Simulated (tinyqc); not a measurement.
Sweep of alpha: linear model of a band gap against the share of exact exchange.

E(alpha) = E0 + S alpha. A wider gap screens less, modelled in the Penn form eps(alpha) = 1 + (e0 - 1)(EP/(EP + S alpha))^2 with a scale EP chosen for the exercise. A dielectric-dependent hybrid takes alpha = 1/eps.

Parameters, chosen for this exercise (of the order of those of Ge; shifted at random, so the results belong to these values and not to a real crystal): E0 = 0.08 eV (gap of the semi-local functional); S = 4.73 eV (slope dE/d(alpha)); e0 = 17.12 (optical dielectric constant at alpha = 0); EP = 9 eV (energy scale of the screening); Et = 0.73 eV (target gap).

Also the exciton scale relative to alpha = 0, (m/m(0))(eps(0)/eps)^2, with a mass proportional to E + D, D = E0/2 + 0.3 eV, a k.p rule for direct gaps only.

Results:
```
alpha  E (eV)     eps  alpha eps  exciton scale
0.00    0.080  17.120      0.000           1.00
0.05    0.317  16.305      0.815           1.72
0.10    0.553  15.550      1.555           2.58
0.15    0.789  14.850      2.228           3.57
0.20    1.026  14.199      2.840           4.73
0.25    1.262  13.593      3.398           6.05
0.35    1.736  12.500      4.375           9.27
0.50    2.445  11.109      5.555          15.75
```

How do the results move, and what explains it?

alpha eps reaches 1 between alpha = 0.05 and 0.1 (fixed point 0.062), and the target gap is met between 0.1 and 0.15. At the fixed point the gap is 0.37 eV, -0.36 eV from the target. From 0 to 0.25 the gap grows by 1.18 eV while eps falls by 21 %; the exciton scale, which takes both, grows by a factor of 6.05 (formal for an indirect gap).

Program tinyqc; command `OMP_NUM_THREADS=1 python tinyqc.py 1850753 1850754 out.jsonl`; about 0.01 s on one thread of a shared Intel(R) Xeon(R) Processor @ 2.30GHz.
